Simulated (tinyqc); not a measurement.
Inverter chain driving a load.

N inverters, each f = Hc^(1/N) times larger than the one before: delay tau N (f + pp). Switched capacitance in units of the first input, with output capacitance pp times the input: Hc + (1 + pp)(Hc - 1)/(f - 1).

Values chosen for this exercise: load over the input capacitance of the chain Hc = 26; parasitic delay of an inverter pp = 1; delay unit tau = 7.5 ps.

Inverter chain driving a load:
```
N	f	delay (ps)	switched capacitance
1	26.00	202.5	28.00
2	5.099	91.49	38.20
3	2.962	89.16	51.48
4	2.258	97.74	65.74
5	1.919	109.4	80.43
6	1.721	122.5	95.33
7	1.593	136.1	110.4
```

The delay goes from 202 through a minimum of 89.2 (at N = 3 among the rows listed) to 136 ps. The best stage effort solves pp + rho (1 - ln rho) = 0, rho = 3.59, which gives N = ln Hc/ln rho = 2.55. One stage fewer than the best costs 2.6 % in delay and saves 26 % of the switched capacitance.

Numbers from tinyqc (`OMP_NUM_THREADS=1 python tinyqc.py 2082148 2082149 out.jsonl`; about 0.01 s on one thread of a shared Intel Xeon 2.30GHz).
